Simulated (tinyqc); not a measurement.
# Changing the temperature T

Model: carrier lifetime from Shockley-Read-Hall, radiative, Auger and surface recombination. Computed by tinyqc, a small Python program. Command: `OMP_NUM_THREADS=1 python tinyqc.py 3027262 3027263 out.jsonl lifetime sweep`. One thread of a shared host (Intel(R) Xeon(R) Processor @ 2.30GHz), about 0.02 s of CPU time with the checks.

Energies are counted from the top of the valence band. Boltzmann statistics, full ionisation, and equal excess densities of electrons and holes.

Inputs (values chosen for the exercise, with bands modelled on InP):
```
quantity                          value        unit
gap E_g                            1.37          eV
electron mass m_e                0.0775         m_0
valleys M_c                           1           -
hole mass m_h                     0.605         m_0
doping N                        4.3e+15       cm^-3
trap level E_t                    0.354          eV
trap density N_t                1.5e+13       cm^-3
electron cross-section sigma_n    9e-16        cm^2
hole cross-section sigma_p      6.6e-14        cm^2
radiative coefficient B         3.8e-11      cm^3/s
Auger coefficient C_n           5.7e-31      cm^6/s
Auger coefficient C_p           6.9e-32      cm^6/s
excess density dn               8.9e+14       cm^-3
generation rate G               6.8e+22  cm^-3 s^-1
diffusion coefficient D             2.1      cm^2/s
surface velocity S                  120        cm/s
thickness W                         8.5  micrometre
```

Doping: p-type. Surface term: two equal surfaces.

Constants: m_0 = 9.1093837015e-31 kg; k_B = 1.380649e-23 J/K; h = 6.62607015e-34 J s; k_B = 8.617333262e-05 eV/K.

Method:
- N_c = 2 M_c (2 pi m_e k_B T/h^2)^(3/2) and N_v = 2 (2 pi m_h k_B T/h^2)^(3/2), masses in units of m_0.
- n_i = sqrt(N_c N_v) exp(-E_g/2 k_B T); majority density N/2 + sqrt(N^2/4 + n_i^2), minority density n_i^2 over it.
- v = sqrt(3 k_B T/m) with m_e or m_h; tau_n0 = 1/(sigma_n v_n N_t), tau_p0 = 1/(sigma_p v_p N_t); n1 = N_c exp(-(E_g - E_t)/k_B T), p1 = N_v exp(-E_t/k_B T).
- The slowest diffusion mode has x tan x = S W/(2 D) with 0 < x < pi/2 (bisection), and tau_s = W^2/(4 x^2 D). The common approximation is W/(2 S) + W^2/(pi^2 D).
- With n = n_0 + dn, p = p_0 + dn and U/dn = 1/tau: (n p - n_i^2)/dn = n_0 + p_0 + dn = s; 1/tau_SRH = s/[tau_p0 (n + n1) + tau_n0 (p + p1)]; 1/tau_rad = B s; 1/tau_Aug = (C_n n + C_p p) s; the rates add, with 1/tau_s.
- Radiative efficiency = tau_eff/tau_rad; effective diffusion length = sqrt(D tau_eff).
- dn solves dn/tau_eff(dn) = G (60 bisections in ln dn between 1e-2 and 1e22 cm^-3); the splitting of the quasi-Fermi levels is k_B T ln(n p/n_i^2).

One run for each value:
```
temperature T (K)  tau_SRH at dn (s)  quasi-Fermi splitting under G (eV)  n_i (cm^-3)  effective lifetime at dn (s)
200                       2.1766e-06                              1.2427   7.5420e+00                    1.0675e-06
250                       1.9470e-06                              1.1958   2.9861e+04                    1.0092e-06
350                       1.6828e-06                              1.0942   4.3623e+08                    9.3322e-07
400                       1.7247e-06                              1.0403   9.1128e+09                    9.4597e-07
450                       2.1048e-06                              0.9853   9.8933e+10                    1.0500e-06
500                       3.1863e-06                              0.9297   6.7786e+11                    1.2640e-06
```

Give the missing row, temperature T (K) = 300.

Computed row:
```
temperature T (K)  tau_SRH at dn (s)  quasi-Fermi splitting under G (eV)  n_i (cm^-3)  effective lifetime at dn (s)
300                       1.7817e-06                              1.1461   7.8591e+06                    9.6286e-07
```

Interpolating between the two neighbouring rows (linearly) misses most in n_i (cm^-3), by a factor of 28. Over the rows, tau_SRH at dn (s) goes from 2.18e-6 through a minimum among these rows, 1.68e-6 at 350, to 3.19e-6; quasi-Fermi splitting under G (eV) falls from 1.24 to 0.930 (exponent d ln y / d ln x -0.17 between the first rows and -0.55 between the last); n_i (cm^-3) rises from 7.54 to 6.78e11 (exponent d ln y / d ln x 37 between the first rows and 18 between the last).

Extremes, crossings and ranges named in words are read from the listed rows.
